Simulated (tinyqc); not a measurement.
Carrier density against temperature: charge neutrality of a doped semiconductor with incomplete ionisation. Computed by tinyqc, a small Python program. Command: `OMP_NUM_THREADS=1 python tinyqc.py 3028038 3028039 out.jsonl dopant walk`. One thread of a shared host (Intel(R) Xeon(R) Processor @ 2.30GHz), about 0.03 s of CPU time with the checks.

Energies are counted from the top of the valence band; E_D is measured down from the conduction band and E_A up from the valence band.

Inputs (values chosen for the exercise, for a model semiconductor):

| quantity | value | unit |
|---|---|---|
| gap at 0 K E_g0 | 1.38 | eV |
| Varshni alpha | 0.000242 | eV/K |
| Varshni beta | 133 | K |
| electron mass m_e | 0.113 | m_0 |
| valleys M_c | 1 | - |
| hole mass m_h | 0.649 | m_0 |
| donor density N_D | 0 | cm^-3 |
| acceptor density N_A | 1.4e+15 | cm^-3 |
| acceptor depth E_A | 0.0688 | eV |
| acceptor degeneracy g_A | 4 | - |

Doping: p-type. Statistics of the bands: Fermi-Dirac.

Constants: k_B = 8.617333262e-05 eV/K; m_0 = 9.1093837015e-31 kg; k_B = 1.380649e-23 J/K; h = 6.62607015e-34 J s.

Method:
- E_g = E_g0 - alpha T^2/(T + beta).
- N_c = 2 M_c (2 pi m_e k_B T/h^2)^(3/2) and N_v = 2 (2 pi m_h k_B T/h^2)^(3/2), masses in units of m_0.
- n = N_c F_1/2((E_F - E_g)/k_B T), p = N_v F_1/2(-E_F/k_B T).
- F_1/2(eta) = (2/sqrt(pi)) int_0^infinity sqrt(x)/(1 + exp(x - eta)) dx, by the trapezoid rule in t = sqrt(x) with step 0.02 up to t = 12 (for eta < -12 by exp(eta) - exp(2 eta)/2^(3/2)).
- N_A- = N_A/(1 + g_A exp((E_A - E_F)/k_B T)).
- Neutrality: p + N_D+ = n + N_A-; the log ratio is ln[(p + N_D+)/(n + N_A-)].
- Neutrality is solved by bisection at each T. The last column is -k_B d ln(p T^-3/4)/d(1/T) from this row and the one above; it turns negative as ionisation nears completion, when the density grows more slowly than that power of T.

Against temperature:

| T (K) | p (cm^-3) | E_F from the band edge (eV) | ionised share | activation energy (eV) |
|---|---|---|---|---|
| 29 | 1.2352e+10 | 0.04318 | 8.8229e-06 | - |
| 36 | 2.1114e+11 | 0.04580 | 1.5081e-04 | 0.034399 |
| 50 | 6.0129e+12 | 0.05131 | 4.2950e-03 | 0.034377 |
| 73 | 9.5584e+13 | 0.06108 | 6.8274e-02 | 0.033946 |
| 110 | 6.2892e+14 | 0.08001 | 4.4923e-01 | 0.029483 |
| 180 | 1.3056e+15 | 0.13105 | 9.3259e-01 | 0.008801 |
| 270 | 1.3868e+15 | 0.20933 | 9.9056e-01 | -0.011344 |
| 300 | 1.3915e+15 | 0.23658 | 9.9396e-01 | -0.017588 |
| 400 | 1.3972e+15 | 0.33018 | 9.9797e-01 | -0.021896 |
| 600 | 1.4010e+15 | 0.52657 | 9.9943e-01 | -0.031160 |

Between the two coldest rows the activation energy is 0.0344 eV, 0.50 of the dopant depth: without compensation E_F sits halfway between level and band, so half the depth shows. The density is within 10 % of the net doping from 180 K to 600 K.
